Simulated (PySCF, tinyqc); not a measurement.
Ways to converge the cycle: SCF convergence aids in the sto-6g basis, for H4, spin multiplicity 1. Computed by the program tinyqc with PySCF. Command: `OMP_NUM_THREADS=1 python tinyqc.py 110435 110436 out.jsonl`; one thread of a shared host (Intel(R) Xeon(R) Processor @ 2.60GHz), about 0.3 s.

Geometry (angstrom):
```
atom,x,y,z
H,0.0000,0.0000,0.0000
H,0.0000,0.0000,1.3380
H,0.0000,1.8080,0.0000
H,0.0000,1.8080,1.3380
```

lowest restricted solution found by these runs and by PySCF = -1.894687 hartree

RHF with one setting changed at a time; a run stops when the energy changes by less than 1e-09 hartree and the error matrix is below 1e-5. The start is random orbitals. Damping d keeps d of the old density; a shift (hartree) raises the virtual levels; DIIS n extrapolates F over n matrices.

Largest element of the error matrix X^T (FDS - SDF) X:
```
iteration,plain,damping 0.3,damping 0.6,shift 0.4,DIIS 3,DIIS 8
1,3.5e-01,3.5e-01,3.5e-01,3.5e-01,3.5e-01,3.5e-01
2,8.9e-02,1.7e-01,2.4e-01,1.9e-01,8.9e-02,8.9e-02
3,2.9e-02,8.2e-02,1.7e-01,1.0e-01,1.5e-02,1.5e-02
4,1.0e-02,4.2e-02,1.2e-01,5.5e-02,3.1e-03,3.1e-03
5,3.7e-03,2.2e-02,8.6e-02,3.2e-02,2.6e-04,2.1e-04
6,1.3e-03,1.2e-02,6.1e-02,1.9e-02,6.2e-05,7.6e-05
8,2.4e-04,3.5e-03,3.2e-02,7.0e-03,3.3e-06,8.5e-09
10,4.2e-05,1.0e-03,1.7e-02,2.6e-03,-,-
14,-,1.3e-04,4.9e-03,3.8e-04,-,-
20,-,5.8e-06,8.0e-04,2.4e-05,-,-
30,-,-,5.7e-05,-,-,-
```

How each run ends:
```
run,iterations,E (hartree),state
plain,12,-1.894687,lowest found
damping 0.3,20,-1.894687,lowest found
damping 0.6,41,-1.894687,lowest found
shift 0.4,23,-1.894687,lowest found
DIIS 3,9,-1.894687,lowest found
DIIS 8,8,-1.894687,lowest found
```

6 of 6 runs reach the lowest restricted solution found, in 8 to 41 iterations (fastest: DIIS 8). Plain steps already contract here, so damping only slows them. DIIS 3 and DIIS 8 gain by cancelling the error over several earlier matrices, much as a quasi-Newton step does. The restricted reference is unstable here: a spin-polarised solution lies 0.0623 hartree lower (PySCF), so results built on it describe a poor reference.
